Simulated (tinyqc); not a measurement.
Leakage through a gate insulator: direct, Fowler-Nordheim, trap-assisted and Poole-Frenkel currents: one step, computed by the program tinyqc. Command: `OMP_NUM_THREADS=1 python tinyqc.py 3007178 3007179 out.jsonl oxideleak walk`. One thread of a shared host (Intel(R) Xeon(R) Processor @ 2.30GHz), about 0.01 s of CPU time with the checks.

Electrons enter from the cathode Fermi level at x = 0; the conduction band of the insulator lies phi_b - e F x above it, F = V/t. WKB exponents use a parabolic band with mass m.

Question. One trap at several depths. For a level a distance phi(x) below the band, the WKB exponent is 2 int kappa dx with kappa = sqrt(m phi/(hbar^2/2m_0)); for a linear barrier from phi_1 down to phi_2 = max(phi_1 - e F d, 0) it is G = (4/3) sqrt(m/(hbar^2/2m_0)) (phi_1^(3/2) - phi_2^(3/2))/(e F). A trap at depth x lies phi_t below the band. Capture: tunnel at the cathode Fermi level from 0 to x (G_in from phi_1 = phi_b), rate nu_0 exp(-G_in - E_c/k_B T) with E_c = E_a + max(phi_b - phi_t - e F x, 0), the last term being the height of the trap above the cathode Fermi level. Emission: tunnel from the trap level to the anode (G_out from phi_1 = phi_t over t - x), rate nu_0 exp(-G_out - E_a/k_B T). Re-emission to the cathode follows from detailed balance, rate_back = rate_in exp(dE/k_B T) with dE = phi_b - phi_t - e F x. Each trap passes R = rate_in rate_out/(rate_in + rate_back + rate_out) electrons per second; filling from the anode is left out. Depths: t times 0.08, 0.2, 0.32, 0.44, 0.56, 0.68, 0.8 and 0.92, rounded to 0.01 nm.

Inputs (values chosen for the exercise, with an insulator like SiO2):
```
quantity                        value  unit
thickness t                       4.1    nm
barrier phi_b                    2.98    eV
tunnelling mass m                0.38   m_0
voltage across the insulator V    2.9     V
trap depth phi_t                  2.1    eV
attempt rate nu_0               2e+12   1/s
activation of capture E_a        0.27    eV
temperature T                     250     K
```

Constants: k_B = 8.617333262e-05 eV/K; hbar^2/(2 m_0) = 3.80998212 eV angstrom^2.

Give: Rates.

Answer.

Rates:
```
x (nm)   G_in  G_out  E_c (eV)  rate in (1/s)  rate back (1/s)  rate out (1/s)    R (1/s)
0.33     3.53  18.12    0.9166      1.958e-08        2.120e+05       9.772e-02  9.024e-15
0.82     8.49  18.12    0.5700      1.327e-03        1.481e+03       9.772e-02  8.755e-08
1.31    13.11  17.85    0.2700      1.464e+01        1.684e+00       1.278e-01  1.137e-01
1.80    17.35  16.18    0.2700      2.104e-01        2.495e-09       6.785e-01  1.606e-01
2.30    21.25  13.64    0.2700      4.241e-03        3.733e-18       8.587e+00  4.239e-03
2.79    24.61  10.55    0.2700      1.475e-04        1.338e-26       1.890e+02  1.475e-04
3.28    27.43   6.96    0.2700      8.790e-06        8.220e-35       6.841e+03  8.790e-06
3.77    29.58   2.93    0.2700      1.026e-06        9.894e-43       3.832e+05  1.026e-06
```

The most effective of these traps sits at 1.8 nm, 44 % of the way; where rate back exceeds rate out, re-emission drains the trap, and elsewhere the slower forward step limits R; the best depth is near where rate in and rate out cross.
